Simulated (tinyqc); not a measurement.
ESD clamp with bipolar snapback, compact model and design window: two steps of the calculation.

The drain junction multiplies the current that enters it: Igen = (M - 1)(Ic + I0), M = 1/(1 - (Vj/BV)^n). The generated holes leave through the substrate resistance and the base of the parasitic npn: Igen = Vb/Rb + Ic/be, Ic = Is exp(Vb/Vt). Terminal current I = Ic + I0 + Igen and voltage V = Vj + I Ro, per width. Isothermal, constant gain.

Inputs (values chosen for the exercise); values close to those of grounded-gate n-channel clamps: temperature T = 300 K; junction breakdown voltage BV = 11.4 V; exponent of the multiplication n = 3.2; current gain of the parasitic npn be = 2.8; saturation current Is = 7.6e-18 A/um; junction leakage I0 = 5.9e-12 A/um; substrate resistance Rb = 5800 ohm um; drain ballast and contact resistance Ro = 220 ohm um; failure current for 100 ns It2 = 11.4 mA/um; finger width Wf = 20 um; number of fingers Nf = 8; human-body-model level Lv = 2 kV; oxide breakdown voltage for 100 ns Vox = 7.7 V; supply voltage Vdd = 5 V.

Constants: q = 1.602176634e-19 C, kB = 1.380649e-23 J/K, Vt = kB T/q. Results are converted to the units shown.

Question 1. Base voltage at the failure current. I(Vb) = Ic (1 + 1/be) + I0 + Vb/Rb, I' = Ic (1 + 1/be)/Vt + 1/Rb; Newton steps on ln I: Vb(new) = Vb - ln(I/It2) I/I'. V follows from the introduction.

Vb at the start = 0.79 V

Wanted: I; V; I'; Vb after iteration 1.

Answer 1.

I = 0.3289 mA/um
V = 9.627 V
I' = 7.626 mS/um
Vb after iteration 1 = 0.9429 V

Question 2. Design window and human-body level. Human-body model: 100 pF through 1500 ohm, peak current about (level - Vt2)/1500 ohm, decay time 150 ns. All fingers turn on before the first fails if Vt2 > Vt1; then the clamp carries Nf Wf It2, otherwise in the worst case Wf It2. Margins: Vh - 1.1 Vdd against latching in operation, Vox - max(Vt1, Vt2) for the protected oxide.

Vt1 = 11.420593 V
Vh = 8.4011737 V
Vt2 = 10.107271 V

Give: peak current; current the clamp carries; level it withstands; holding margin; oxide margin.

Answer 2.

peak current = 1.327 A
current the clamp carries = 0.2280 A
level it withstands = 0.3521 kV
holding margin = 2.901 V
oxide margin = -3.721 V

Uniform turn-on is not assured; the clamp fails the level. The oxide margin is negative.

Computed by the program tinyqc: `OMP_NUM_THREADS=1 python tinyqc.py 2670019 2670020 out.jsonl`, one thread of a shared Intel Xeon 2.30GHz, about 0.01 s for the whole run.
